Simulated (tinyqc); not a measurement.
Valley splitting in a one-orbital chain of atomic planes (second-neighbour model): sweeps and comparisons. A value that a table varies takes the place of the one given here.

Each (001) plane carries one orbital with energy e0, hopping v to the next plane and u to the second: E(phi) = e0 + 2 v cos(phi) + 2 u cos(2 phi), where phi = pi - k a/4 (the sign of every second orbital is chosen so that v > 0, which shifts the phase by pi). The minimum lies at cos(phi0) = -v/(4u), phi0 = pi - (pi/2) k0 for a valley at k0 (2 pi/a), and e0 puts it at zero. A slab of N planes has hard walls: the matrix simply ends.

A well of Nw planes between barriers of 40 planes each (as of a SiGe alloy, taken as an offset alone). With x = j - 39.5 for plane j = 0, 1, ..., the potential is V0 (f(x) + f(Nw - x)) + F (j - 40) a/4, f(y) = 1/(1 + exp(y/L)), a step for L = 0; L is in planes, 4 L is about the distance over which f goes from 0.88 to 0.12, and 1 MV/m = 1e-4 V/angstrom.

Constants: hbar^2/2m0 = 3.80998211 eV angstrom^2.

Inputs chosen for the exercise (near those of the Delta valleys of silicon; abrupt walls in this chain split the valleys several times more than measured wells; not measured data): a = 5.422 angstrom (lattice constant; planes lie a/4 apart); ml = 0.879 m0 (longitudinal mass); N0 = 48 (first number of planes); Nf = 100 (planes in the thick slab); V0 = 0.25 eV (barrier height); F = 2 MV/m (field); Nw = 66 (planes in the well); k0 = 0.813 2 pi/a (position of the valley).

## Splitting against the number of planes

u = 0.643722 eV
v = 0.745516 eV
e0 = 1.503296 eV
phi0 = 1.864535 rad

Ten slabs from N0 on, of thickness (N - 1) a/4 between the outer planes. Effective mass: E1 = (c/ml)(pi/W)^2 with W = (N + 2) a/4: the amplitude vanishes on two missing planes at each end, and the envelope has its nodes N + 2 spacings apart. Large-N estimate of the splitting: 16 pi^2 u |sin(phi0) sin((N + 2) phi0)|/(N + 2)^3.

Doublet (meV):
```
N   thickness (angstrom)  mean level  effective mass  splitting  estimate
48                 63.71        9.31            9.31      0.649     0.664
49                 65.06        8.94            8.95      0.560     0.548
50                 66.42        8.60            8.61      0.272     0.291
51                 67.78        8.29            8.29      0.648     0.647
52                 69.13        7.97            7.98      0.111     0.095
53                 70.49        7.69            7.70      0.519     0.527
54                 71.84        7.42            7.42      0.384     0.374
55                 73.20        7.16            7.17      0.256     0.268
56                 74.55        6.92            6.92      0.486     0.484
57                 75.91        6.68            6.69      0.036     0.025
```

The mean level falls smoothly, from 9.3 to 6.7 meV, within 0.2 % of the effective-mass value. The splitting swings between 0.036 (N = 57) and 0.649 meV (N = 48): one plane more or less changes the phase between the two walls by phi0 = 1.865 rad. The estimate misses the computed values by at most 0.019 meV.

## Splitting against the electric field

A thick slab in a field F: plane j = 0, 1, ... gains the energy F j a/4 (1 MV/m = 1e-4 V/angstrom), which presses the electron against the first wall. The exponent is the slope of ln(splitting) against ln F between 20 and 50 MV/m.

Doublet:
```
F (MV/m)  mean level (meV)  splitting (meV)  splitting/F (meV per MV/m)
1                     8.08           0.1562                      0.1562
2                    12.63           0.2853                      0.1426
5                    22.98           0.7085                      0.1417
10                   36.04           1.4176                      0.1418
20                   56.32           2.8369                      0.1418
30                   72.97           4.2576                      0.1419
50                  100.85           7.1025                      0.1421
```

exponent = 1.00

The splitting goes from 0.1562 to 7.1025 meV. At high field it grows as F^1.00: at a single hard wall it follows the squared slope of the envelope, which is proportional to F, while the level itself grows about as F^(2/3) (here F^0.64). A hard wall is the sharpest interface possible; real Si interfaces split several times less.

## Sharp and graded interfaces

The lowest doublet for several interface widths L.

Doublet:
```
L (planes)  4 L (angstrom)  mean level (meV)  splitting (micro-eV)
0.00                  0.00             12.32                317.66
0.25                  1.36             12.37                171.34
0.50                  2.71             12.44                 37.59
0.75                  4.07             12.53                  7.23
1.00                  5.42             12.66                  1.22
1.50                  8.13             12.98                  0.04
2.00                 10.84             13.41                  0.00
```

The mean level moves by +1.1 meV over the table, while the splitting falls from 317.7 micro-eV at a step to 1.22 at L = 1 plane, a factor 260. Coupling the valleys needs the Fourier component of the potential at twice the valley wave vector, a period of a few planes, and grading removes it. Random alloy disorder, left out here, sets the splitting once this part is gone.

## What each parameter does

Step interfaces (L = 0). u, v, e0 follow from 8 u sin^2(phi0) = (2c/ml)/(a/4)^2, v = -4u cos(phi0), e0 = 2u + v^2/(4u), c = hbar^2/2m0. Each row changes one parameter from the base and keeps the others.

Results:
```
case               mean level (meV)  splitting (micro-eV)
base                          12.32                 317.7
k0 = 0.823 2 pi/a             12.32                 289.4
ml = 0.967 m0                 11.88                 311.4
V0 = 0.375 eV                 12.50                 324.6
F = 4 MV/m                    18.68                 574.3
Nw = 67                       12.29                 301.8
```

The largest shifts from the base row, up to three for each result and ties (the steps differ in size, so this ranks the rows, not the parameters). mean level (meV): F +6.36, ml -0.44, V0 +0.18; unchanged at the printed digits by k0. splitting (micro-eV): F +256.7, k0 -28.2, Nw -15.8.

Computed by tinyqc, a small Python program: `OMP_NUM_THREADS=1 python tinyqc.py 1452622 1452623 out.jsonl` (the numbers bound the seed that draws the inputs); one thread of a shared host (Intel(R) Xeon(R) Processor @ 2.30GHz), about 0.01 s for the whole set of steps.
